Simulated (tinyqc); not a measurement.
# Changing the trap depth phi_t

Model: leakage through a gate insulator: direct, Fowler-Nordheim, trap-assisted and Poole-Frenkel currents. Computed by tinyqc, a small Python program. Command: `OMP_NUM_THREADS=1 python tinyqc.py 3028567 3028568 out.jsonl oxideleak sweep`. One thread of a shared host (Intel(R) Xeon(R) Processor @ 2.30GHz), about 0.02 s of CPU time with the checks.

Electrons enter from the cathode Fermi level at x = 0; the conduction band of the insulator lies phi_b - e F x above it, F = V/t. WKB exponents use a parabolic band with mass m.

Inputs (values chosen for the exercise, with an insulator like HfO2):

| quantity | value | unit |
|---|---|---|
| thickness t | 2.1 | nm |
| barrier phi_b | 1.51 | eV |
| tunnelling mass m | 0.21 | m_0 |
| static constant eps_ox | 20.6 | - |
| optical constant eps_opt | 4.22 | - |
| voltage across the insulator V | 0.8 | V |
| trap density N_t | 1.2e+19 | cm^-3 |
| attempt rate nu_0 | 2e+12 | 1/s |
| activation of capture E_a | 0.054 | eV |
| temperature T | 200 | K |

Constants: hbar^2/(2 m_0) = 3.80998212 eV angstrom^2; e = 1.602176634e-19 C; hbar = 1.054571817e-34 J s; k_B = 8.617333262e-05 eV/K; eps_0 = 8.8541878128e-12 F/m.

Method:
- For a level a distance phi(x) below the band, the WKB exponent is 2 int kappa dx with kappa = sqrt(m phi/(hbar^2/2m_0)); for a linear barrier from phi_1 down to phi_2 = max(phi_1 - e F d, 0) it is G = (4/3) sqrt(m/(hbar^2/2m_0)) (phi_1^(3/2) - phi_2^(3/2))/(e F).
- J_tun = e^3 F^2/(16 pi^2 hbar m phi_b) x exp(-G) / [1 - sqrt(phi_2/phi_b)]^2 with the free-electron mass in the cathode (m in m_0), phi_2 = max(phi_b - e V, 0): direct tunnelling for e V < phi_b, Fowler-Nordheim above. Image forces, back-flow and the limit on supply are left out, so J_tun is overstated below about 0.5 V.
- Equivalent oxide thickness = 3.9 t/eps_ox.
- A trap at depth x lies phi_t below the band. Capture: tunnel at the cathode Fermi level from 0 to x (G_in from phi_1 = phi_b), rate nu_0 exp(-G_in - E_c/k_B T) with E_c = E_a + max(phi_b - phi_t - e F x, 0), the last term being the height of the trap above the cathode Fermi level. Emission: tunnel from the trap level to the anode (G_out from phi_1 = phi_t over t - x), rate nu_0 exp(-G_out - E_a/k_B T). Re-emission to the cathode follows from detailed balance, rate_back = rate_in exp(dE/k_B T) with dE = phi_b - phi_t - e F x. Each trap passes R = rate_in rate_out/(rate_in + rate_back + rate_out) electrons per second; filling from the anode is left out.
- J_TAT = e N_t int_0^t R dx by the midpoint rule on 400 intervals; the most effective depth is the midpoint with the largest R, rounded to 0.01 nm.
- Poole-Frenkel emission over the lowered barrier of a charged trap: lowering sqrt(e F/(pi eps_opt eps_0)); J_PF = e N_t^(2/3) nu_0 exp(-(phi_t - lowering)/k_B T), one sheet of traps emitting with supply unlimited (an upper bound).
- J = J_tun + J_TAT (the Poole-Frenkel bound is not added); the ratio J/J_tun is the excess that stress-made traps add.

One run for each value:

| trap depth phi_t (eV) | trap-assisted current J_TAT (A/cm^2) | most effective depth (nm) | Poole-Frenkel bound J_PF (A/cm^2) | J/J_tun |
|---|---|---|---|---|
| 0.91 | 1.318 | 1.58 | 2.9153e+01 | 1.0001 |
| 1.00 | 3.937 | 1.34 | 1.5732e-01 | 1.0002 |
| 1.20 | 20.899 | 0.97 | 1.4355e-06 | 1.0009 |
| 1.30 | 23.924 | 0.98 | 4.3363e-09 | 1.0010 |
| 1.40 | 22.360 | 1.02 | 1.3099e-11 | 1.0010 |

Describe and explain the trends.

Over the rows, trap-assisted current J_TAT (A/cm^2) goes from 1.32 through a maximum among these rows, 23.9 at 1.30, to 22.4; most effective depth (nm) goes from 1.58 through a minimum among these rows, 0.970 at 1.20, to 1.02; Poole-Frenkel bound J_PF (A/cm^2) falls from 29.2 to 1.31e-11 (exponent d ln y / d ln x -55 between the first rows and -78 between the last). Shallow traps lie below the cathode Fermi level only far from the cathode, if at all, and fill poorly, deep ones empty slowly, so an intermediate depth passes most current. Left out: 0.380, 0.510, 0.640, 0.770 (the Poole-Frenkel lowering exceeds 85 % of the trap depth).

Caution (all rows): the film is too thin for the Poole-Frenkel picture (the lowering is a large part of the whole drop, or the traps are further apart than the film is thick), so J_PF is only nominal.

Extremes, crossings and ranges named in words are read from the listed rows.
